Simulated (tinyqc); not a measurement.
# Capacitance of parallel on-chip lines from Laplace's equation on a mesh, step by step

Numbers from tinyqc (`OMP_NUM_THREADS=1 python tinyqc.py 2790227 2790228 out.jsonl`; about 0.5 s on one thread of a shared Intel Xeon 2.30GHz). Printed values are rounded.

Cross-section of an endless row of equal lines between two grounded planes; neighbours are driven in antiphase (+1 V and -1 V), so the plane midway between two lines is at 0 V. By symmetry one quarter is solved: x runs from the centre of a line (column 0, mirror) to that midplane (column 5, 0 V), y from the mid-height of the line (row 0, mirror) to the ground plane (row 5, 0 V). The line fills columns 0 to 2 and rows 0 to 2 at 1 V. Cells beside the line (below row 2) have e2, cells above have e1. Each link between nodes has the conductance g = mean permittivity of the two cells beside it (a cell beyond a mirror counts as 0), and the free nodes obey sum g (V_neighbour - V) = 0.

Parameters, values chosen for the exercise:

| symbol | value | unit | meaning |
|---|---|---|---|
| e1 | 2.7 |  | relative permittivity above and below the lines |
| e2 | 2 |  | relative permittivity between the lines |
| om | 1 |  | over-relaxation factor |

Constants: eps0 = 8.8541878128e-12 F/m. Results are converted to the units shown.

## Link conductances

gx[j, i] joins node (row j, column i) to column i + 1, gy[j, i] to row j + 1.

gx:

|  | col 0 | col 1 | col 2 | col 3 | col 4 |
|---|---|---|---|---|---|
| row 0 | 1 | 1 | 1 | 1 | 1 |
| row 1 | 2 | 2 | 2 | 2 | 2 |
| row 2 | 2.35 | 2.35 | 2.35 | 2.35 | 2.35 |
| row 3 | 2.7 | 2.7 | 2.7 | 2.7 | 2.7 |
| row 4 | 2.7 | 2.7 | 2.7 | 2.7 | 2.7 |
| row 5 | 1.35 | 1.35 | 1.35 | 1.35 | 1.35 |

gy:

|  | col 0 | col 1 | col 2 | col 3 | col 4 | col 5 |
|---|---|---|---|---|---|---|
| row 0 | 1 | 2 | 2 | 2 | 2 | 1 |
| row 1 | 1 | 2 | 2 | 2 | 2 | 1 |
| row 2 | 1.35 | 2.7 | 2.7 | 2.7 | 2.7 | 1.35 |
| row 3 | 1.35 | 2.7 | 2.7 | 2.7 | 2.7 | 1.35 |
| row 4 | 1.35 | 2.7 | 2.7 | 2.7 | 2.7 | 1.35 |

## Iteration 1: relaxation sweep

V at the start (V):

|  | col 0 | col 1 | col 2 | col 3 | col 4 | col 5 |
|---|---|---|---|---|---|---|
| row 0 | 1 | 1 | 1 | 0 | 0 | 0 |
| row 1 | 1 | 1 | 1 | 0 | 0 | 0 |
| row 2 | 1 | 1 | 1 | 0 | 0 | 0 |
| row 3 | 0 | 0 | 0 | 0 | 0 | 0 |
| row 4 | 0 | 0 | 0 | 0 | 0 | 0 |
| row 5 | 0 | 0 | 0 | 0 | 0 | 0 |

One sweep visits the free nodes row by row from row 0, left to right, and replaces V by V + om (weighted mean of the neighbours - V), using new values at once.

V after sweep 1 (V):

|  | col 0 | col 1 | col 2 | col 3 | col 4 | col 5 |
|---|---|---|---|---|---|---|
| row 0 | 1.00000 | 1.00000 | 1.00000 | 0.25000 | 0.06250 | 0.00000 |
| row 1 | 1.00000 | 1.00000 | 1.00000 | 0.31250 | 0.09375 | 0.00000 |
| row 2 | 1.00000 | 1.00000 | 1.00000 | 0.31649 | 0.09907 | 0.00000 |
| row 3 | 0.25000 | 0.31250 | 0.32812 | 0.16115 | 0.06506 | 0.00000 |
| row 4 | 0.06250 | 0.09375 | 0.10547 | 0.06666 | 0.03293 | 0.00000 |
| row 5 | 0.00000 | 0.00000 | 0.00000 | 0.00000 | 0.00000 | 0.00000 |

## Iteration 2: relaxation sweep

As before.

V after sweep 2 (V):

|  | col 0 | col 1 | col 2 | col 3 | col 4 | col 5 |
|---|---|---|---|---|---|---|
| row 0 | 1.00000 | 1.00000 | 1.00000 | 0.42188 | 0.15234 | 0.00000 |
| row 1 | 1.00000 | 1.00000 | 1.00000 | 0.45803 | 0.17736 | 0.00000 |
| row 2 | 1.00000 | 1.00000 | 1.00000 | 0.41851 | 0.16105 | 0.00000 |
| row 3 | 0.42188 | 0.46094 | 0.43189 | 0.24553 | 0.10988 | 0.00000 |
| row 4 | 0.15234 | 0.17969 | 0.16956 | 0.11200 | 0.05547 | 0.00000 |
| row 5 | 0.00000 | 0.00000 | 0.00000 | 0.00000 | 0.00000 | 0.00000 |

## Course of the relaxation

Stop when no node changes by 1e-7 V. C = 4 eps0 sum g (difference of V along the link)^2, in aF/um.

Course of the iteration:

| sweep | C (aF/um) | largest change (V) |
|---|---|---|
| 1 | 239.842 | 0.328 |
| 2 | 193.180 | 0.172 |
| 3 | 178.841 | 0.0967 |
| 4 | 174.237 | 0.0526 |
| 5 | 172.716 | 0.0294 |
| 6 | 172.206 | 0.0167 |
| 7 | 172.034 | 9.61e-3 |
| 8 | 171.976 | 5.56e-3 |
| 9 | 171.956 | 3.23e-3 |
| ... | ... | ... |
| 21 | 171.946 | 5.09e-6 |
| 22 | 171.946 | 2.97e-6 |
| 23 | 171.946 | 1.73e-6 |
| 24 | 171.946 | 1.01e-6 |
| 25 | 171.946 | 5.91e-7 |
| 26 | 171.946 | 3.45e-7 |
| 27 | 171.946 | 2.01e-7 |
| 28 | 171.946 | 1.18e-7 |
| 29 | 171.946 | 6.86e-8 |

Converged in 29 sweeps. Over the last four sweeps the change shrinks by about 0.58 a sweep. C comes down from above, since the solution minimises the energy.

## Capacitance per length

converged V (V):

|  | col 0 | col 1 | col 2 | col 3 | col 4 | col 5 |
|---|---|---|---|---|---|---|
| row 0 | 1.00000 | 1.00000 | 1.00000 | 0.63680 | 0.30643 | 0.00000 |
| row 1 | 1.00000 | 1.00000 | 1.00000 | 0.62039 | 0.29446 | 0.00000 |
| row 2 | 1.00000 | 1.00000 | 1.00000 | 0.55029 | 0.25103 | 0.00000 |
| row 3 | 0.64016 | 0.62559 | 0.56334 | 0.36742 | 0.17687 | 0.00000 |
| row 4 | 0.30946 | 0.29885 | 0.26035 | 0.17920 | 0.08902 | 0.00000 |
| row 5 | 0.00000 | 0.00000 | 0.00000 | 0.00000 | 0.00000 | 0.00000 |

C = 4 eps0 sum g (difference of V)^2 over all links (twice the energy of the four quarters, line at 1 V). Plate estimate without fringing: eps0 [2 e1 w/hd + 2 e2 t/(s/2)], w = 4 hx, t = 4 hx, s/2 = 3 hx, hd = 3 hx.

C = 171.946 aF/um
plate estimate = 110.972 aF/um

C depends on the shape only, not on the mesh step hx. Meshes 6, 12 and 24 times finer extrapolate (Aitken) to 163.1 aF/um; this mesh is 5.4 % above that, and the plate estimate is 32 % below it.
